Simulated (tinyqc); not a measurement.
Electron mobility of a polar semiconductor by Rode's iterative solution of the Boltzmann equation: one step, computed by the program tinyqc.

The distribution is f(E) + e F l(E) (-df/dE) cos(theta) for a weak field F, theta counted from the force; l(E) is a mean free path. Elastic processes enter by their momentum rate, polar optical phonons by out- and in-scattering terms. One valley only: where upper valleys lie close, measured mobilities are lower. The density n is prescribed, even where a narrow-gap material would have more intrinsic carriers.

Task: The first two iterations on one ladder of the grid. Iteration: l_new(E) = [v(E) + c+ l(E + hbar w) + c- l(E - hbar w)]/(nu + S_o), from l = 0.

Inputs (values chosen for the exercise, for a model polar semiconductor): temperature T = 400 K.

Band: parabolic. Elastic processes: acoustic, piezoelectric, impurity.

Points j = s/2, s/2 + s, ... (the first seven rungs, or as many as the grid holds), rates in 1e12/s:
```
E (meV)   v (m/s)        nu       S_o        c+        c-
17.82    152369.4  0.679399  18.86514  7.712198   0.00000
50.22    255789.2  0.902420  45.86575  9.445869  11.76007
82.62    328085.0  1.094200  50.04628  9.756875  18.85200
115.02   387106.5  1.258810  49.58330  9.749949  21.16839
147.42   438250.1  1.404784  48.36208  9.641379  22.04614
179.82   484019.4  1.537176  47.03252  9.497596  22.34705
212.22   525819.8  1.659148  45.75379  9.343515  22.38007
```

Give: l after iteration 1; l after iteration 2 (all rungs but the last shown).

Result:

l after iteration 1 (nm): 7.80  5.47  6.42  7.61  8.81  9.97  11.09

l after iteration 2 (all rungs but the last shown) (nm): 9.95  8.73  9.88  11.97  14.11  16.19

In-scattering lengthens l on the lowest rung by 27.7 % and on the second by 59.5 % in this step.
